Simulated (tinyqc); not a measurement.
Free-carrier optics of a doped semiconductor (Drude model with one polar phonon), step by step. Values are carried at full precision from step to step, so a last printed digit may differ when a step is redone from the rounded ones.

eps(E) = ei [1 - Ep^2/(E^2 + i E Gam)] + (es - ei) wT^2/(wT^2 - E^2 - i E gT), with Ep^2 = 8 pi c (e^2/(4 pi eps0)) N/(m ei), c = hbar^2/2m0, N in 1/angstrom^3 (1e-24 per 1/cm^3); Gam = hbar/tau, tau = mu m m0/e with m0/e = 5.685630e-12 kg/C and mu in m^2/(V s). Energies in meV.

Constants: hbar^2/2m0 = 3.80998211 eV angstrom^2; e^2/(4 pi eps0) = 14.39964547 eV angstrom; hbar = 6.58211957e-16 eV s; hbar c = 1973.269805 eV angstrom.

Inputs chosen for the exercise (mass and dielectric values near those of InSb; N and mu are free inputs; interband absorption and the rise of the mass with filling are left out; the results hold for these values, not for the real material): N = 2e+17 1/cm^3 (carrier density); m = 0.0143 m0 (conductivity mass); mu = 6600 cm^2/(V s) (mobility); ei = 15.47 (high-frequency dielectric constant); wT = 22.6 meV (TO phonon); es = 16.44 (static dielectric constant); gT = 0.4 meV (phonon damping); E = 103.3 meV (photon energy).

## Plasma energy and damping

Evaluate Ep, tau, Gam, the plasma wavelength hc/Ep (hc = 1239.841984 eV nm) and the dc resistivity 1/(e N mu), e = 1.602176634e-19 C.

Ep = 35.31 meV
tau = 53.66 fs
Gam = 12.27 meV
plasma wavelength = 35.12 micrometre
rho = 0.00473 ohm cm

Ep/Gam = 2.88: the edge is smeared by scattering.

## Dielectric function at one energy

Insert the numbers.

free-carrier term = -1.7821+0.2116i
eps = 13.6392+0.2118i

## Optical constants

n + i k = sqrt(eps1 + i eps2) with k >= 0; R = ((n - 1)^2 + k^2)/((n + 1)^2 + k^2) at normal incidence from vacuum; alpha = 2 E k/(hbar c), times 1e8 for 1/cm; loss function Im(-1/eps) = eps2/(eps1^2 + eps2^2).

Convert eps at the photon energy E (in meV) into the optical constants.

n = 3.6932
k = 0.0287
R = 0.3293
alpha = 300 1/cm

Light of this energy penetrates 1/alpha = 33.3 micrometre.

## Coupled plasmon-phonon modes

Without damping eps = 0 gives E^4 - (wL^2 + Ep^2) E^2 + Ep^2 wT^2 = 0 with wL = wT sqrt(es/ei) (Lyddane-Sachs-Teller).

wL = 23.30 meV

L-, L+ (meV): 22.14  36.05

L+ lies 0.74 meV above the larger of wL and Ep; L- lies below wT by 0.46 meV.

## Checks

- Integral of E eps2 of the free-carrier term against (pi/2) ei Ep^2 (meV^2): both 30292.

(tinyqc, `OMP_NUM_THREADS=1 python tinyqc.py 1680748 1680749 out.jsonl`, Intel(R) Xeon(R) Processor @ 2.30GHz, 1 thread, shared host, about 0.01 s.)
